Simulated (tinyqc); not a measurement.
Tension along [110]: repopulation and mass change: two-band k.p model of the Delta valleys near the X point under shear strain.

Valley pair on the [001] axis, kz counted from the X point, c = hbar^2/2m0, k0 = kx0 2 pi/a. H = (c kz^2/ml + c (kx^2 + ky^2)/mt + c k0^2/ml) 1 + (2 c k0 kz/ml) sigma_z + (D exy - 2 c kx ky/Mp) sigma_x, so E = c kz^2/ml + c (kx^2 + ky^2)/mt + c k0^2/ml -/+ sqrt((2 c k0 kz/ml)^2 + (D exy - 2 c kx ky/Mp)^2). Without strain the lower band has its minima, E = 0, at kz = +/- k0. Shifts from diagonal strain are left out.

For |eta| < 1: k_min = k0 sqrt(1 - eta^2), E_min = -Delta eta^2/2, ml(eta) = ml/(1 - eta^2), 1/m[110] = 1/mt + eta/Mp, 1/m[1-10] = 1/mt - eta/Mp. For |eta| > 1 the minimum sits at X: E_min = -Delta (2 |eta| - 1)/2, ml(eta) = ml/(1 - 1/|eta|), and eta is replaced by its sign in the transverse masses. Here Delta = 2 c k0^2/ml and eta = D exy/Delta.

s11 = (C11 + C12)/((C11 - C12)(C11 + 2 C12)), s12 = -C12/((C11 - C12)(C11 + 2 C12)), s44 = 1/C44; exx = s11 sxx + s12 (syy + szz) and cyclic, exy = s44 sxy/2; tension is positive. A uniaxial stress X along the unit vector n is s_ij = X n_i n_j.

Constants: hbar^2/2m0 = 3.80998211 eV angstrom^2; kB = 8.617333262e-05 eV/K.

Values chosen for the exercise (near those of Si; shifted at random, so the results belong to these values and not to a real crystal): a = 5.444 angstrom (lattice constant); ml = 0.913 m0 (longitudinal mass); mt = 0.19 m0 (transverse mass); kx0 = 0.154 2 pi/a (distance of the minimum from X); D = 12.7 eV (shear deformation potential); Mp = 0.23 m0 (coupling mass); C11 = 162.7 GPa; C12 = 64.7 GPa; C44 = 80.4 GPa; Xu = 9.05 eV (uniaxial potential); T = 300 K (temperature).

The z valleys move against the x and y valleys by Xu (ezz - exx) and, through the shear, by E_min. Share of the z valleys n = w/(w + 2 exp(dE/kT)), dE the total relative shift, w = sqrt(ml(eta) m[110] m[1-10]/(ml mt^2)). Along [110]: 1/m_c = n/m[110] + (1 - n)(1/ml + 1/mt)/2. Fixed masses means E_min = 0, w = 1, m[110] = mt. Gains are against 3/(1/ml + 2/mt) at a fixed scattering time.

Results:

| X (GPa) | Xu (ezz - exx) (meV) | E_min (meV) | m[110] | m_c fixed masses | m_c with shear | gain fixed (%) | gain with shear (%) |
|---|---|---|---|---|---|---|---|
| 0.00 | 0.0 | 0.0 | 0.1900 | 0.2581 | 0.2581 | 0.0 | 0.0 |
| 0.25 | -11.5 | -0.2 | 0.1843 | 0.2443 | 0.2398 | 5.7 | 7.6 |
| 0.50 | -23.1 | -0.7 | 0.1789 | 0.2312 | 0.2211 | 11.6 | 16.8 |
| 1.00 | -46.2 | -3.0 | 0.1691 | 0.2110 | 0.1889 | 22.4 | 36.7 |
| 1.50 | -69.3 | -6.7 | 0.1603 | 0.1995 | 0.1679 | 29.4 | 53.8 |
| 2.00 | -92.3 | -11.8 | 0.1523 | 0.1941 | 0.1549 | 33.0 | 66.7 |
| 3.00 | -138.5 | -26.6 | 0.1386 | 0.1907 | 0.1388 | 35.4 | 86.0 |

At 1 GPa repopulation alone gives 22.4 % and the shear terms raise it to 36.7 %. From 2 to 3 GPa the fixed-mass gain grows by 2.4 points, towards its ceiling of 35.9 % when all electrons sit in the z valleys, whereas the gain with shear grows by 19.3 points because m[110] keeps falling.

Run: tinyqc, `OMP_NUM_THREADS=1 python tinyqc.py 1051265 1051266 out.jsonl`; Intel(R) Xeon(R) Processor @ 2.30GHz, one thread, shared host; about 0.01 s of CPU time with all checks.
